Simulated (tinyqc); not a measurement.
Three descriptions against temperature: one anharmonic mode: perturbation theory, self-consistent phonons and exact levels. Computed by tinyqc, a small Python program. Command: `OMP_NUM_THREADS=1 python tinyqc.py 3019030 3019031 out.jsonl scp walk`. One thread of a shared host (Intel(R) Xeon(R) Processor @ 2.30GHz), about 0.03 s of CPU time with the checks.

V(x) = k x^2/2 + b x^4 for one coordinate x of mass M. A constant K > 0 gives hbar Omega = sqrt((hbar^2/u) K/M) with K in eV/angstrom^2 and M in u.

Inputs (values chosen for the exercise, for a model mode): mode mass M = 115 u; harmonic constant k = -0.416 eV/angstrom^2; quartic constant b = 19 eV/angstrom^4.

Shape: double well.

Constants: hbar^2/u = 4.18015928e-03 eV angstrom^2; k_B = 8.617333262e-05 eV/K.

Method:
- Self-consistent phonon, centred at x = 0: K = k + 12 b <x^2>, <x^2> = (hbar Omega/(2K)) coth(hbar Omega/(2 k_B T)).
- Its free energy is F = k_B T ln[2 sinh(hbar Omega/(2 k_B T))] + (k - K)<x^2>/2 + 3 b <x^2>^2, an upper bound to the exact one.
- Basis: oscillator states n of the constant |k|, with x = s (a + a+), s^2 = hbar Omega/(2|k|); H = hbar Omega (n + 1/2) + (k - |k|) x^2/2 + b x^4, with exact matrix elements of x^2 and x^4.
- Exact values use 120 basis states: F = -k_B T ln sum exp(-E_n/(k_B T)), and <x^2> is the Boltzmann mean.
- The classical <x^2> is int x^2 exp(-V/(k_B T)) dx / int exp(-V/(k_B T)) dx (2001 points over six exact widths each way).

Results; columns: (1) T (K); (2) hbar Omega, self-consistent (meV); (3) <x^2>, self-consistent; (4) <x^2>, exact; (5) F, self-consistent (meV); (6) F, exact (meV); (7) <x^2>, classical:
```
(1)     (2)        (3)        (4)      (5)      (6)        (7)
2.3  4.3850  0.0041447  0.0045690   1.2133   1.1194  0.0048438
5.4  4.3854  0.0041451  0.0045703   1.2133   1.1193  0.0045471
11   4.4240  0.0041861  0.0046630   1.2042   1.1040  0.0047575
20   4.6662  0.0044518  0.0051405   1.0845  0.94352  0.0053156
36   5.2058  0.0050945  0.0061164  0.48228  0.23596  0.0062351
63   5.9575  0.0061071  0.0074604  -1.3518  -1.7706  0.0075114
110  6.8959  0.0075624  0.0092510  -6.0676  -6.7532  0.0092643
180  7.8699  0.0092978   0.011319  -15.286  -16.334   0.011318
```

What does the comparison show, and why?

The self-consistent quantum hardens from 4.39 to 7.87 meV, since a wider spread samples the steep quartic walls, and it is real at all T although k is negative. Its <x^2> misses by -9.3 % at the lowest T and -17.9 % at the highest; the excess in F runs from 0.094 to 1.048 meV. The classical value is 1.06 of the exact one at the lowest T and 1.000 at the highest.

Extremes, crossings and ranges named in words are read from the listed rows.
